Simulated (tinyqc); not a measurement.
Electron continuity equation in a given potential, Scharfetter-Gummel discretisation: two steps of the calculation.

Steady state in one dimension: J = q mu n E + q D dn/dx with E = -dpsi/dx and D = mu Vt, dJ/dx = 0, fixed densities nL and nR at the ends. The potential is given, psi = 0 for x < L/2 and U (2 x/L - 1) beyond, and is not changed by the electrons.

Inputs (values chosen for the exercise); mobility close to that of silicon at room temperature:

| symbol | value | unit | meaning |
|---|---|---|---|
| T | 300 | K | temperature |
| mu | 1330 | cm^2/(V s) | electron mobility |
| L | 15 | um | length of the region |
| nL | 8.9e12 | cm^-3 | density at x = 0 |
| nR | 0 | cm^-3 | density at x = L |

Constants: q = 1.602176634e-19 C, kB = 1.380649e-23 J/K, Vt = kB T/q. Results are converted to the units shown.

Question 1. Bernoulli factors. d_i = (psi_(i+1) - psi_i)/Vt; B(d) = d/(exp(d) - 1), B(0) = 1. The flux on interval i is J_i = (q D/h) [n_(i+1) B(d_i) - n_i B(-d_i)].

| node | psi (V) |
|---|---|
| 0 | 0.00000000 |
| 1 | 0.00000000 |
| 2 | 0.00000000 |
| 3 | 0.00000000 |
| 4 | 0.00000000 |
| 5 | -0.01888889 |
| 6 | -0.05666667 |
| 7 | -0.09444444 |
| 8 | -0.13222222 |
| 9 | -0.17000000 |

Wanted: d_i; B(d_i); B(-d_i).

Answer 1.

| interval | d_i | B(d_i) | B(-d_i) |
|---|---|---|---|
| 0 | 0.0000 | 1.0000 | 1.0000 |
| 1 | 0.0000 | 1.0000 | 1.0000 |
| 2 | 0.0000 | 1.0000 | 1.0000 |
| 3 | 0.0000 | 1.0000 | 1.0000 |
| 4 | -0.7307 | 1.4094 | 0.67877 |
| 5 | -1.4613 | 1.9026 | 0.44127 |
| 6 | -1.4613 | 1.9026 | 0.44127 |
| 7 | -1.4613 | 1.9026 | 0.44127 |
| 8 | -1.4613 | 1.9026 | 0.44127 |

The largest |d_i| is 1.46, below 2, so central differences would also keep densities positive.

Question 2. Tridiagonal system for the inner nodes. Row i (1 to 8): B(-d_(i-1)) n_(i-1) + b_i n_i + B(d_i) n_(i+1) = f_i with b_i = -B(-d_i) - B(d_(i-1)) and f_i = 0; the known end values are moved to the right: f_1 loses B(-d_0) nL and f_8 loses B(d_8) nR. h = L/9, D = mu Vt.

| interval | B(d_i) | B(-d_i) |
|---|---|---|
| 0 | 1 | 1 |
| 1 | 1 | 1 |
| 2 | 1 | 1 |
| 3 | 1 | 1 |
| 4 | 1.4094246 | 0.67876975 |
| 5 | 1.9025793 | 0.44126963 |
| 6 | 1.9025793 | 0.44126963 |
| 7 | 1.9025793 | 0.44126963 |
| 8 | 1.9025793 | 0.44126963 |

Find: diagonal b; right side f.

Answer 2.

| node | diagonal b | right side f (cm^-3) |
|---|---|---|
| 1 | -2.0000 | -8.9000e12 |
| 2 | -2.0000 | 0 |
| 3 | -2.0000 | 0 |
| 4 | -1.6788 | 0 |
| 5 | -1.8507 | 0 |
| 6 | -2.3438 | 0 |
| 7 | -2.3438 | 0 |
| 8 | -2.3438 | 0 |

Numbers from tinyqc (`OMP_NUM_THREADS=1 python tinyqc.py 2220013 2220014 out.jsonl`; about 0.01 s on one thread of a shared Intel Xeon 2.30GHz).
